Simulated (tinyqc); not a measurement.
Surface potential of a MOS transistor: implicit equation and explicit approximations: accuracy of the approximations against gate voltage.

p-type body, charge-sheet picture, depletion and inversion only, full ionisation (an idealisation for deep acceptors), Boltzmann statistics (rough once Na exp(x - xn) passes about Nc/7). In units of Vt: xg = (Vg - Vfb)/Vt, x = psi/Vt, G = gamma/sqrt(Vt), xn = (2 phiF + Vc)/Vt. The implicit equation is (xg - x)^2 = G^2 [x - 1 + exp(x - xn)] for x above about 3. Cox = eps0 eox/tox.

ni = sqrt(Nc Nv) exp(-Eg/(2 Vt)), Eg in volts; phiF = Vt ln(Na/ni); gamma = sqrt(2 q eps0 eps_r Na)/Cox; VT = Vfb + Vt (xn + G sqrt(xn - 1)). Depletion value a = 1 + [sqrt(G^2/4 + xg - 1) - G/2]^2; inversion value b = xn + ln[(xg - xn)^2/G^2 - xn + 1] and first guess y = min(a, b) - ln(1 + exp(-|a - b|)) if a > xn + 1, else b = y = a; one second-order correction with D = exp(y - xn), p = 2 (xg - y) + G^2 (1 + D), w = (xg - y)^2 - G^2 (y - 1 + D): z = y + 2 w/(p + sqrt(p^2 - 2 (2 - G^2 D) w)), or the Newton step z = y + w/p where the root is not real. N_inv = (Cox Vt G/q) [sqrt(x - 1 + exp(x - xn)) - sqrt(x - 1)] at the root. Lambert form (Cox m Vt/q) W0[(G/(2 m sqrt(xn - 1))) exp((Vg - VT)/(m Vt))], m = 1 + G/(2 sqrt(xn - 1)). Errors under 1e-4 mV, and the linear form below VT, are printed as 0.

Values chosen for this exercise; band and dielectric values close to those of silicon:
- T = 250 K (temperature)
- Eg = 1.1 eV (band gap)
- eps_r = 11.9 (relative permittivity)
- Nc = 2.12e19 cm^-3 (conduction-band density of states at T)
- Nv = 1.99e19 cm^-3 (valence-band density of states at T)
- eox = 3.9 (relative permittivity of the gate insulator (close to silicon dioxide))
- tox = 4.1 nm (insulator thickness)
- Na = 2.5e17 cm^-3 (acceptor density)
- Vfb = -0.49 V (flat-band voltage)
- Vc = 0.5 V (channel-body voltage)

Constants: q = 1.602176634e-19 C, kB = 1.380649e-23 J/K, Vt = kB T/q, eps0 = 8.8541878128e-14 F/cm where lengths are in cm. Results are converted to the units shown.

Accuracy of the approximations against gate voltage:
```
Vg (V)  psi (V)    x - xn  error of y (mV)  error of z (mV)  N_inv (cm^-2)  Cox (Vg - VT)/q (cm^-2)  Lambert form (cm^-2)
0.93     1.0673   -15.912                0                0         2347.7                        0                1764.6
1.13     1.2393   -7.9242          1.05e-3                0       6.4053e6                        0              5.8030e6
1.33     1.4103  0.012217             2.77         -9.61e-4      1.6713e10                1.8299e10             1.6772e10
1.53     1.4902    3.7213             14.0            -1.95      5.8741e11                1.0697e12             6.0306e11
1.73     1.5141    4.8292             9.17           -0.394      1.4955e12                2.1210e12             1.5333e12
1.93     1.5281    5.4821             7.05           -0.162      2.4625e12                3.1724e12             2.5201e12
2.13     1.5384    5.9558             5.86          -0.0885      3.4527e12                4.2237e12             3.5278e12
2.33     1.5464    6.3314             5.07          -0.0556      4.4556e12                5.2751e12             4.5462e12
2.53     1.5532    6.6441             4.50          -0.0380      5.4666e12                6.3264e12             5.5712e12
```

psi rises from 1.07 to 1.55 V and ends 6.6 Vt above 2 phiF + Vc. Among the rows the first guess is off by at most 14 mV (at Vg = 1.53 V) and the corrected value by at most 1.9 mV. In the last row the linear form is 16 % above N_inv and the Lambert form 1.9 % above it; in the first row the Lambert form is 25 % below it. For Vg = 1.53, 1.73, 1.93, 2.13, 2.33, 2.53 the electron quasi-Fermi level lies less than 2 Vt below the band edge at the surface, or above it, where degeneracy and confinement, left out, matter.

tinyqc, about 0.01 s, one thread, Intel Xeon 2.30GHz (shared host): `OMP_NUM_THREADS=1 python tinyqc.py 2122094 2122095 out.jsonl`
